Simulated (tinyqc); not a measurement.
Moment against band filling: Stoner model of a band ferromagnet.

Density of states per atom and spin: flat with a rise to the top, D(e) = (M/W) [1 - sp + 4 sp (e/W + 1/2)^3]. Levels e -/+ I m/2 for up and down spin, m = n_up - n_down, n_up + n_down = nd. At zero temperature e(N) is the energy below which N states lie, and E(m) = sum over spins of integral e D de - I m^2/4.

Values chosen for the exercise:
- W = 3.9 eV (band width, e from -W/2 to W/2)
- M = 5 (states per atom and spin)
- sp = 0.51 (shape parameter)
- I = 1.3 eV (Stoner parameter)

Rigid band, I fixed: a Slater-Pauling curve.

Results:

| nd | I D(EF) | m (muB) | m_max |
|---|---|---|---|
| 3.0 | 1.323 | 3.000 | 3.0 |
| 4.0 | 1.711 | 4.000 | 4.0 |
| 5.0 | 2.129 | 5.000 | 5.0 |
| 6.0 | 2.554 | 4.000 | 4.0 |
| 6.5 | 2.766 | 3.500 | 3.5 |
| 7.0 | 2.978 | 3.000 | 3.0 |
| 7.5 | 3.188 | 2.500 | 2.5 |
| 8.0 | 3.397 | 2.000 | 2.0 |
| 8.5 | 3.604 | 1.500 | 1.5 |
| 9.0 | 3.810 | 1.000 | 1.0 |
| 9.5 | 4.014 | 0.500 | 0.5 |

Magnetic fillings among those listed: 3.0, 4.0, 5.0, 6.0, 6.5, 7.0, 7.5, 8.0, 8.5, 9.0 and 9.5; the largest moment is 5.00 at nd = 5. At 3.0, 4.0, 5.0, 6.0, 6.5, 7.0, 7.5, 8.0, 8.5, 9.0 and 9.5 the moment is saturated and follows m_max, changing by one per electron.

Computed by tinyqc, a small Python program: `OMP_NUM_THREADS=1 python tinyqc.py 1681632 1681633 out.jsonl` (the numbers bound the seed that draws the inputs); one thread of a shared host (Intel(R) Xeon(R) Processor @ 2.30GHz), about 0.2 s for the whole set of steps.
